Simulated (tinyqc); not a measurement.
From results back to parameters: polytypes by hexagonality, and a cubic inclusion as a quantum well. Five cases, with inputs chosen for the exercise.

Problem. A square well of depth V with masses m_w inside and m_b outside (first and second entry of m) binds its lowest level at the given depth below the barrier: k tan(k L/2) = (m_w/m_b) q, k = sqrt(m_w E/c), q = sqrt(m_b (V - E)/c), c = hbar^2/2m0. How many double layers wide is it?

Constants: hbar^2/2m0 = 3.80998211 eV angstrom^2.

Case 1.

Values chosen (out of a larger set: of the order of those of SiC; not measured data): m = (0.326, 0.311) m0 (electron mass along c in the cubic layer and in the host); d = 2.514 angstrom (thickness of a double layer).

V = 0.76000 eV
depth V - E = 0.42301 eV

Case 2.

Values chosen (out of a larger set: of the order of those of GaN; not measured data): m = (0.213, 0.2) m0 (electron mass along c in the cubic layer and in the host); d = 2.596 angstrom (thickness of a double layer).

V = 0.34400 eV
depth V - E = 0.16467 eV

Case 3.

Values chosen (out of a larger set: of the order of those of InP; not measured data): m = (0.086, 0.077) m0 (electron mass along c in the cubic layer and in the host); d = 3.391 angstrom (thickness of a double layer).

V = 0.10700 eV
depth V - E = 0.01880 eV

Case 4.

Values chosen (out of a larger set: of the order of those of GaN; not measured data): m = (0.201, 0.209) m0 (electron mass along c in the cubic layer and in the host); d = 2.586 angstrom (thickness of a double layer).

V = 0.25000 eV
depth V - E = 0.06237 eV

Case 5.

Values chosen (out of a larger set: of the order of those of InP; not measured data): m = (0.08, 0.08) m0 (electron mass along c in the cubic layer and in the host); d = 3.39 angstrom (thickness of a double layer).

V = 0.11900 eV
depth V - E = 0.02311 eV

Find: k; q; L; N.

Solution. L = (2/k) arctan((m_w/m_b) q/k), and N = L/d.

Case 1.

k = 0.1698 1/angstrom
q = 0.1858 1/angstrom
L = 10.06 angstrom
N = 4.0

Case 2.

k = 0.1001 1/angstrom
q = 0.0930 1/angstrom
L = 15.58 angstrom
N = 6.0

Case 3.

k = 0.0446 1/angstrom
q = 0.0195 1/angstrom
L = 20.35 angstrom
N = 6.0

Case 4.

k = 0.0995 1/angstrom
q = 0.0585 1/angstrom
L = 10.34 angstrom
N = 4.0

Case 5.

k = 0.0449 1/angstrom
q = 0.0220 1/angstrom
L = 20.34 angstrom
N = 6.0

Computed by tinyqc, one run a case: `OMP_NUM_THREADS=1 python tinyqc.py N N+1 out.jsonl` with N = 1850970, 1850977, 1851043, 1851049, 1851069; one thread of a shared Intel(R) Xeon(R) Processor @ 2.30GHz, about 0.09 s a run at most.
